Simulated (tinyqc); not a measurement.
Hole mobility in a silicon inversion layer, empirical terms and Matthiessen rule: one step of the calculation.

Inversion layer of sheet density Ns on a uniformly doped body, under a high-permittivity gate with an interlayer. The mobility terms are empirical power laws with prefactors chosen for the exercise; adding their inverses (Matthiessen) is itself an approximation.

Task. Mobility terms and their sum. With t = T/(300 K): muC = Ac (Ns/1e12 cm^-2) t/(Nb/1e17 cm^-3 + Nit/1e11 cm^-2), muP = Ap E^(-1/3) t^(-1.75), muS = As E^(-gs), muR = Ar exp(2 ti/lr)/t; 1/mu is the sum of the inverses.

Values chosen for this exercise; material values close to those of silicon:
```
symbol   value        unit                                       meaning
T          325           K                                   temperature
Nb      6.1e16       cm^-3                                   body doping
Ap         142  cm^2/(V s)  phonon-limited mobility at 1 MV/cm and 300 K
As         443  cm^2/(V s)         roughness-limited mobility at 1 MV/cm
gs           1                            exponent of the roughness term
Ac        1600  cm^2/(V s)                             Coulomb prefactor
Nit     2.7e10       cm^-2                       charge at the interface
Ar         320  cm^2/(V s)     remote-phonon mobility without interlayer
ti         1.2          nm                          interlayer thickness
lr         0.6          nm                decay length of remote phonons
Ns      2.2e12       cm^-2                             inversion density
```

E = 0.25688891 MV/cm

Wanted: terms; mu; shares of 1/mu.

Result.

terms (cm^2/(V s)): Coulomb 4333, phonon 194.2, roughness 1724, remote phonon 1.613e4
mu = 166.0 cm^2/(V s)
shares of 1/mu (%): Coulomb 3.832, phonon 85.51, roughness 9.629, remote phonon 1.030

The phonon term limits most.

Computed by the program tinyqc: `OMP_NUM_THREADS=1 python tinyqc.py 2510074 2510075 out.jsonl`, one thread of a shared Intel Xeon 2.30GHz, about 0.01 s for the whole run.
